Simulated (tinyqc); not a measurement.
Comparisons within one model: donor level screened by free carriers (Yukawa potential). A value that a table varies takes the place of the one given here.

Potential -(q/(eps r)) exp(-ks r), q = e^2/(4 pi eps0). In units Ry* = Ry m/eps^2 and a* = a0 eps/m the problem is [-Laplacian - 2 exp(-x r)/r] psi = E psi with x = ks a*.

Converged values use 18 functions exp(-z r), z = 1.55^i, i = -11 to 6: S = 2/A^3, H = z_i z_j S - 2/(A + x)^2, A = z_i + z_j.

Screening wave number: Debye ks^2 = 4 pi q n/(eps kB T); Thomas-Fermi ks^2 = 6 pi q n/(eps EF) with EF = c (3 pi^2 n/gv)^(2/3)/m, c = hbar^2/2m0; the two are joined by 1/ks^2 = sqrt(1/ks_D^4 + 1/ks_TF^4). 1e18/cm^3 = 1e-6/angstrom^3, q = e^2/(4 pi eps0).

Constants: e^2/(4 pi eps0) = 14.39964547 eV angstrom; kB = 8.617333262e-05 eV/K; hbar^2/2m0 = 3.80998211 eV angstrom^2; Ry = 13.60569312 eV; a0 (Bohr radius) = 0.5291772105 angstrom.

Inputs chosen for the exercise (near those of a donor in InP, with one mean mass; not measured data):
- xs = (0.03, 0.18, 0.35, 0.47, 0.72, 0.87, 1.03) (values of x)
- m = 0.079 m0 (mass)
- eps = 12.4 (dielectric constant)
- gv = 1 (valleys)
- T = 300 K (temperature)
- nl = (0.0014, 0.0047, 0.014, 0.047, 0.14, 0.47, 1.4) x 1e18/cm^3 (densities)
- n = 0.047 x 1e18/cm^3 (free-carrier density)

## Towards the loss of the bound state

First order (-1 + 2x), one-parameter (minimum of z^2 - 8 z^3/(2z + x)^2) and converged 1s energies in Ry*, and the mean radius in a*; a dash marks an unbound result.

Results:
```
x,first order,trial function,converged,<r>
0.03,-0.9400,-0.9413,-0.9413,1.50
0.18,-0.6400,-0.6837,-0.6839,1.54
0.35,-0.3000,-0.4526,-0.4537,1.65
0.47,-0.0600,-0.3219,-0.3246,1.77
0.72,-,-0.1223,-0.1317,2.26
0.87,-,-0.0441,-0.0595,2.93
1.03,-,-,-0.0145,5.03
```

First order loses the state at x = 0.5, the trial function reaches zero energy at x = 1.00, and the exact limit is 1.19. The radius starts at 1.5 a*, grows slowly at first (1.65 at x = 0.35), then steadily, and swells towards the end (5.0 at 1.03), where a single exponential fails: the binding vanishes as the square of the distance from 1.19.

## Binding against carrier density

Ry* = 6.9904 meV
a* = 83.061 angstrom

x from the joined ks; converged 1s binding (dash: x above 1.17, at or past the limit 1.19 where the state unbinds).

Results:
```
n (1e18/cm^3),EF/kB T,1/ks (angstrom),x,binding (meV),n^(1/3) a*
0.0014,0.02,1125.0,0.074,6.01,0.093
0.0047,0.05,614.1,0.135,5.28,0.139
0.014,0.10,356.1,0.233,4.23,0.200
0.047,0.23,195.3,0.425,2.58,0.300
0.14,0.48,115.3,0.721,0.92,0.431
0.47,1.08,68.1,1.219,-,0.646
1.4,2.23,47.6,1.743,-,0.929
```

The binding falls from 6.0 to 0.9 meV (bare value 7.0); it passes half the bare value between 0.014 and 0.047 x 1e18/cm^3. The level is unbound, or bound by less than 0.001 Ry*, from 0.47 x 1e18/cm^3 on; as the density rises, it is lost by the time n^(1/3) a* reaches 0.65. x grows with exponent 0.50 in n at the start and 0.33 at the end (1/2 for Debye, 1/6 for Thomas-Fermi screening). The level survives to n^(1/3) a* = 0.43, past the 0.26 of the Mott rule, which corresponds to x = 1 for one valley with degenerate screening; here the level lasts until x = 1.19, the screening is at most the degenerate value, and overlap of donors is left out.

## What each parameter does

Ry* = Ry m/eps^2, a* = a0 eps/m, x = ks a* with the joined ks; converged binding. Each row changes one parameter from the base and keeps the others.

Results:
```
case,1/ks (angstrom),x,binding in Ry*,binding (meV)
base,195.3,0.425,0.370,2.58
n = 0.0705 x 1e18/cm^3,160.1,0.519,0.279,1.95
T = 360 K,213.6,0.389,0.409,2.86
m = 0.088 m0,195.1,0.382,0.416,3.24
eps = 11.4,187.3,0.408,0.388,3.21
gv = 2,194.6,0.427,0.368,2.57
```

The largest shifts from the base row, up to three for each result and ties (the steps differ in size, so this ranks the rows, not the parameters). 1/ks (angstrom): n -35.2, T +18.3, eps -8.0. x: n +0.093, m -0.043, T -0.036. binding in Ry*: n -0.090, m +0.047, T +0.039. binding (meV): m +0.66, n -0.63, eps +0.63.

(tinyqc, `OMP_NUM_THREADS=1 python tinyqc.py 1250841 1250842 out.jsonl`, Intel(R) Xeon(R) Processor @ 2.30GHz, 1 thread, shared host, about 0.01 s.)
